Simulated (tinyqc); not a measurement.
Against the doping: grain-boundary trapping model (Seto) of a polycrystalline semiconductor film. Computed by tinyqc, a small Python program. Command: `OMP_NUM_THREADS=1 python tinyqc.py 3021804 3021805 out.jsonl poly walk`. One thread of a shared host (Intel(R) Xeon(R) Processor @ 2.30GHz), about 0.01 s of CPU time with the checks.

Grains of equal size L are joined by thin boundaries with one trap level. Trapped carriers deplete a width W on each side and raise a barrier, crossed by thermionic emission. Dopants are fully ionised, statistics are non-degenerate and mu_g does not depend on T.

Inputs (values chosen for the exercise, modelled on polycrystalline silicon):

| quantity | value | unit |
|---|---|---|
| permittivity eps | 11.7 | - |
| effective mass m | 0.32 | m_0 |
| effective density of states at 300 K, N_c | 2.7e+19 | 1/cm^3 |
| grain size L | 25 | nm |
| trap density Q_t | 4.3e+12 | 1/cm^2 |
| trap level E_t below the band edge | 0.34 | eV |
| temperature T | 350 | K |

Grain interior: neglected.

Constants: e = 1.602176634e-19 C; eps_0 = 8.8541878128e-12 F/m; k_B = 8.617333262e-05 eV/K; m_0 = 9.1093837015e-31 kg; k_B = 1.380649e-23 J/K.

Method:
- If all traps fill, the grain is just depleted at N* = Q_t/L, with the barrier e Q_t L/(8 eps eps_0).
- N_c(T) = N_c (T/300 K)^(3/2). Filled traps Q = Q_t/(1 + (1/2) exp((E_t* - E_F)/k_B T)), where E_t* = e V_B - E_t and E_F are counted from the band edge at the grain centre. Partial depletion: Q = 2 N W, V_B = e N W^2/(2 eps eps_0), E_F = k_B T ln(N/N_c); solve for W. If that W would exceed L/2 the grain is fully depleted: W = L/2, Q = N L, and E_F follows from the trap equation. Centre density n_0 = N_c exp(E_F/k_B T).
- Boundary: sigma_b = L e^2 n_0 exp(-e V_B/k_B T)/sqrt(2 pi m k_B T); rho = 1/sigma_b. Mean carrier density n_av = n_0 [(1 - 2W/L) + (2W/L) (sqrt(pi)/2) erf(y)/y], y = sqrt(e V_B/k_B T); effective mobility 1/(e n_av rho).

N* = 1.72e+18 1/cm^3

The same film:

| N (1/cm^3) | W (nm) | V_B (V) | mean density (1/cm^3) | mobility (cm^2/(V s)) | rho (ohm cm) |
|---|---|---|---|---|---|
| 5.20e+16 | 12.500 | 0.00628 | 7.7610e+12 | 369.85 | 2.1744e+03 |
| 1.70e+17 | 12.500 | 0.02054 | 3.8090e+13 | 265.12 | 6.1807e+02 |
| 4.30e+17 | 12.500 | 0.05196 | 2.5525e+14 | 120.24 | 2.0336e+02 |
| 8.60e+17 | 12.500 | 0.10391 | 3.2091e+15 | 28.69 | 6.7788e+01 |
| 1.40e+18 | 12.500 | 0.16916 | 9.6492e+16 | 4.17 | 1.5494e+01 |
| 2.10e+18 | 10.011 | 0.16274 | 1.0592e+18 | 3.83 | 1.5392e+00 |
| 3.40e+18 | 6.311 | 0.10470 | 2.4931e+18 | 18.04 | 1.3878e-01 |
| 6.90e+18 | 3.115 | 0.05179 | 6.2691e+18 | 84.16 | 1.1830e-02 |
| 1.70e+19 | 1.265 | 0.02103 | 1.6672e+19 | 216.21 | 1.7315e-03 |
| 6.90e+19 | 0.312 | 0.00518 | 6.8906e+19 | 359.05 | 2.5227e-04 |

What does the comparison show, and why?

The barrier peaks among these rows at N = 1.4e18 (0.169 V) and the mobility has its minimum at 2.1e18; N* is 1.7e18. While the grain is fully depleted (W = L/2) V_B grows as N; once all traps are filled it falls as 1/N (last exponent -1.00). Partly depleted rows (W < L/2) with e V_B below 2 k_B T stretch the depletion approximation. Where the barrier is low the mobility is too high, because scattering inside the grains is left out. Where N approaches N_c the non-degenerate statistics fail. rho drops most steeply, as N^-5.7, between 1.4e18 and 2.1e18.

Extremes, crossings and ranges named in words are read from the listed rows.
